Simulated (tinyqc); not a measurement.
Inside a calculation: donors with valley-orbit split 1s states. Values are carried at full precision from step to step, so a last printed digit may differ when a step is redone from the rounded ones.

Each donor binds at most one electron, in any of its states. For a site s, W_s = sum over its states of g exp(E/kT), and the ionised share is 1/(1 + W_s exp(eta)), eta = (EF - Ec)/kT; n = Nc F_1/2(eta); neutrality n + NA = ND x (mean ionised share); holes are neglected. Nc from N = 2 (m kB T/(4 pi c))^(3/2) with c = hbar^2/2m0, in 1/angstrom^3; times 1e24 for 1/cm^3, m = md. F_j(eta) = (1/Gamma(j + 1)) integral_0^infinity x^j dx/(1 + exp(x - eta)), which tends to exp(eta) for eta << 0.

Constants: hbar^2/2m0 = 3.80998211 eV angstrom^2; kB = 8.617333262e-05 eV/K.

Inputs chosen for the exercise (near those of P in Si; the results hold for these values, not for the real material):
- md = 1.057 m0 (density-of-states mass of the conduction band)
- E = (46.4, 34.6, 32.8) meV (binding energies of 1s(A1), 1s(T2), 1s(E))
- g = (2, 6, 4) (their degeneracies with spin)
- T = 225 K
- ND = 1.4e+16 1/cm^3 (donors)
- NA = 0 1/cm^3 (compensating acceptors, all ionised)
- mu0 = 66 cm^2/(V s) (mobility at heavy doping)
- mu1 = 1413 cm^2/(V s) (mobility at light doping and 300 K)
- Nr = 9.1e+16 1/cm^3 (reference doping)
- de = 0.72 (doping exponent)
- ga = 2.3 (temperature exponent)

## Partition sums of the neutral donor

Give each term g exp(E/kT), W_s, and the effective degeneracy W_s exp(-E_ground/kT).

Nc = 1.7712e+19 1/cm^3

terms: 1s(A1) 21.89, 1s(T2) 35.74, 1s(E) 21.71

W_s: donor 79.350

effective degeneracy: donor 7.248

The ground state alone would give 2 and all states together 12; here the excited states hold 72 % of the bound electrons.

## Neutrality

Solve for eta.

eta = -7.200
n = 1.32e+16 1/cm^3

ionised share: donor 0.944

n is 0.944 of ND - NA.

## Mobility and resistivity

Mobility (Caughey-Thomas form): mu = mu0 + (mu1 (T/300)^(-ga) - mu0)/(1 + ((ND + NA)/Nr)^de); rho = 1/(e n mu), e = 1.602176634e-19 C.

Compare with full ionisation, n = ND - NA.

mu = 2187.2 cm^2/(V s)
rho = 0.216 ohm cm
rho at full ionisation = 0.204 ohm cm

Incomplete ionisation raises rho by a factor 1.06.

## Checks

- n at ND = 1e13 1/cm^3 against the root of n^2 = (Nc/W)(ND - n) (1/cm^3): both 1.000e+13.

Program tinyqc; command `OMP_NUM_THREADS=1 python tinyqc.py 1681702 1681703 out.jsonl`; about 0.01 s on one thread of a shared Intel(R) Xeon(R) Processor @ 2.30GHz.
